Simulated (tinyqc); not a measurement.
Errors against cell size: correction of a charged-defect supercell by a model charge and potential alignment (plane-averaged potentials). Computed by tinyqc, a small Python program. Command: `OMP_NUM_THREADS=1 python tinyqc.py 3111623 3111624 out.jsonl align walk`. One thread of a shared host (Intel(R) Xeon(R) Processor @ 2.30GHz), about 0.01 s of CPU time with the checks.

The "true" defect charge is (1 - x) q in a Gaussian of width sigma plus x q in one of width sigma_t, so the exact answer is known; the correction sees only a single model Gaussian of width sigma_m. A Gaussian of width s has the transform rho(G) = exp(-G^2 s^2/2), normalised to 1. A uniform background cancels q, so G = 0 is left out. Potentials are those felt by a unit positive charge. E_0 is the formation energy of the isolated defect, E_cell its value in the supercell, E_lat = E_iso - E_per of the model charge, C the true less the model potential far from the defect; the exact correction is E_0 - E_cell, and the error of a scheme is E_cell plus its correction less E_0.

Inputs (values chosen for the exercise, with screening close to that of diamond):
```
quantity,value,unit
defect charge q,1,e
dielectric constant eps,5.54,-
edge of the cubic cell L,16.6,angstrom
width sigma of the true defect charge,1.3,angstrom
width sigma_m of the model charge,1,angstrom
share x of the charge in a wide tail,0,-
width sigma_t of the tail,2,angstrom
```

Constants: e^2/(4 pi eps_0) = 14.39964548 eV angstrom.

Method:
- Periodic energy E_per = (2 pi q^2/(eps L^3)) (e^2/(4 pi eps_0)) sum_(G != 0) rho(G)^2/G^2, G = (2 pi/L)(n1, n2, n3), |n_i| <= 16. Isolated energy: two Gaussians of charges q_a, q_b and widths a, b interact by q_a q_b (e^2/(4 pi eps_0 eps)) sqrt(2/pi)/sqrt(a^2 + b^2), and the self-energy is half the sum over pairs.
- Plane-averaged potential at distance z from the defect: V(z) = (4 pi q/(eps L^3)) (e^2/(4 pi eps_0 e)) sum_(m != 0) rho(G_m) cos(G_m z)/G_m^2, G_m = 2 pi m/L, |m| <= 40.
- Schemes: none; point-charge term alpha q^2 e^2/(4 pi eps_0 eps 2 L), alpha = 2.837297; E_lat of the model; E_lat - q C with C at z = L/2.

Error against E_0 (meV):
```
L (angstrom),none,point charge,model charge,model and alignment
11.6,-300.19,17.682,7.2193,5.2806e-04
14.1,-251.67,9.846,4.0199,2.1717e-06
16.6,-216.10,6.034,2.4635,3.9647e-09
19.9,-181.79,3.502,1.4299,4.3160e-12
```

Between the last two rows the uncorrected error scales as L^-0.95 and the point-charge remainder as L^-3.00. With alignment the error is 0.0 meV in the smallest cell and 0.00 meV in the largest.

Extremes, crossings and ranges named in words are read from the listed rows.
